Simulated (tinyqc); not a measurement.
Worked calculation: dielectric confinement in a thin film (image charges). Values are carried at full precision from step to step, so a last printed digit may differ when a step is redone from the rounded ones.

A film |z| < t/2 of dielectric constant eps between half-spaces of dielectric constant e2; lam = (eps - e2)/(eps + e2), q = e^2/(4 pi eps0). The self-energy of a band edge is taken with the high-frequency value, e2 = eh, and the field of a fixed ion with the static one, e2 = eo. A charge at z has images lam^|n| at n t + (-1)^n z. Its self-energy is S(z) = (q/2 eps) sum over n >= 1 of lam^n [1/(n t - 2z) + 1/(n t + 2z)] for odd n and 2 lam^n/(n t) for even n; at the centre S(0) = -(q/(eps t)) ln(1 - lam).

Constants: e^2/(4 pi eps0) = 14.39964547 eV angstrom; hbar^2/2m0 = 3.80998211 eV angstrom^2; Ry = 13.60569312 eV.

Parameters, chosen for this exercise (near those of a Si (100) film, two-fold valleys, between layers of a low-k oxide; shifted at random, so the results belong to these values and not to a real crystal):

| symbol | value | unit | meaning |
|---|---|---|---|
| t | 32 | angstrom | film thickness |
| eps | 12 |  | dielectric constant of the film |
| eh | 1.9 |  | high-frequency dielectric constant outside |
| mz | 0.935 | m0 | mass across the film |
| eo | 2.7 |  | static dielectric constant outside |
| m | 0.183 | m0 | mass in the plane |

## Images for a charge at the centre

Give lam, the first five terms (q/eps) lam^n/(n t), their sum and the closed form.

lam = 0.7266

terms (meV): 27.25  9.90  4.80  2.61  1.52

sum of five = 46.07 meV
S(0) = 48.63 meV

The surroundings screen less than the film, so the images repel and each band edge moves outwards: the gap changes by about 2 S = +97 meV. The static value 2.7 would give S(0) = +37.6 meV.

## Self-energy across the film

S at 2z/t = 0, 0.2, 0.4, 0.6, 0.8 and 0.9, summed to n = 399.

Self-energy:

| 2z/t | z (angstrom) | S (meV) |
|---|---|---|
| 0.0 | 0.0 | 48.63 |
| 0.2 | 3.2 | 49.79 |
| 0.4 | 6.4 | 53.92 |
| 0.6 | 9.6 | 64.19 |
| 0.8 | 12.8 | 97.49 |
| 0.9 | 14.4 | 165.33 |

Towards the wall S diverges as (q lam/4 eps)/(distance), an artefact of the abrupt interface that the vanishing envelope makes harmless.

## Shift of the subband edge

First order: <S> over the envelope (2/t) cos^2(pi z/t), beside the confinement energy c (pi/t)^2/mz, c = hbar^2/2m0.

<S> = 54.68 meV
confinement energy = 39.27 meV

|<S>| is 1.39 times the confinement energy; the first goes as 1/t and the second as 1/t^2, so they are equal at t = 23 angstrom.

## Binding of a donor

Donor at the centre, lam from the static eo, trial function cos(pi z/t) exp(-rho/l): E(l) = c/(m l^2) - (q/eps) times the integral over k of F(k t) (1 + (k l/2)^2)^(-3/2), with F(x) = F0 + 2 lam exp(-x) G/(1 - lam exp(-x)), F0 = 2[(1 - exp(-x/2))/x + x (1 + exp(-x/2))/(x^2 + 4 pi^2)], G = 2 sinh(x/2)[1/x - x/(x^2 + 4 pi^2)]; c = hbar^2/2m0. The binding energy is -E at the minimum, counted from the subband edge with its self-energy.

Minimise over l with and without images (lam = 0); Ry* = Ry m/eps^2.

Donor:

| case | l (angstrom) | binding (meV) | in Ry* |
|---|---|---|---|
| no images | 27.3 | 41.0 | 2.37 |
| with images | 23.6 | 105.5 | 6.10 |

Ry* = 17.29 meV

The images change the binding by +64.5 meV, against -2 (q/(eps t)) ln(1 - lam) = +75.1 meV for an orbit much smaller than t. At 300 K the binding is 4.1 kB T, which hinders ionisation.

## Checks

- S(0) from the series against the closed form, meV: both 48.63.
- F(2.3) for lam = 0.7266 from a direct sum over images against the closed form: both 0.9007.

Program tinyqc; command `OMP_NUM_THREADS=1 python tinyqc.py 1282079 1282080 out.jsonl`; about 0.1 s on one thread of a shared Intel(R) Xeon(R) Processor @ 2.30GHz.
